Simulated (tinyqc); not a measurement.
Spin coating of a resist or spin-on film: centrifugal thinning, evaporation and the final thickness (Emslie and Meyerhofer models): one step, computed by the program tinyqc. Command: `OMP_NUM_THREADS=1 python tinyqc.py 3111214 3111215 out.jsonl spincoat walk`. One thread of a shared host (Intel(R) Xeon(R) Processor @ 2.30GHz), about 0.09 s of CPU time with the checks.

A Newtonian film stays uniform over the wafer; solvent and solids have the same density and the concentration is uniform through the thickness.

Task: Rates. omega = 2 pi f/60; nu(c) = nu_s + k c^gamma; evaporation rate e = e0 sqrt(f/1000 rpm). Flow constant K = 2 omega^2/(3 nu(c0)); Reynolds number of the air omega R^2/nu_air with nu_air = 15 mm^2/s.

Inputs (values chosen for the exercise, of the order of those of a polymer resist in an ester solvent):
```
quantity                                 value          unit
solids volume fraction c0                 0.27             -
kinematic viscosity of the solvent nu_s    1.6        mm^2/s
viscosity constant k                      1100        mm^2/s
viscosity exponent gamma                   2.5             -
spin speed f                              2500           rpm
evaporation rate at 1000 rpm e0          0.053  micrometre/s
wafer radius R                             100            mm
```

Give: omega; nu(c0); evaporation rate e; flow constant K; Reynolds number of the air.

Result:

omega = 261.8 1/s

nu(c0) = 43.27 mm^2/s

evaporation rate e = 0.08380 micrometre/s

flow constant K = 0.001056 1/(micrometre^2 s)

Reynolds number of the air = 1.745e+05
